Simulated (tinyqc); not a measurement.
# Zero-field barrier from two thresholds

Problem. The photoemission threshold over an interface barrier is Phi = P0 - sqrt(q F/(4 pi eps0 ei)). Find P0 and ei.

Constants: q = 1.602176634e-19 C, eps0 = 8.8541878128e-14 F/cm where lengths are in cm. Results are converted to the units shown.

thresholds at F = 0.4 and 3.4 MV/cm (eV): 1.3657342  1.1277062

Answer. Phi is linear in sqrt(F): the intercept is P0 and the slope gives ei.

P0 = 1.49 eV
ei = 3.73

tinyqc, about 0.01 s, one thread, Intel Xeon 2.30GHz (shared host): `OMP_NUM_THREADS=1 python tinyqc.py 2410170 2410171 out.jsonl`
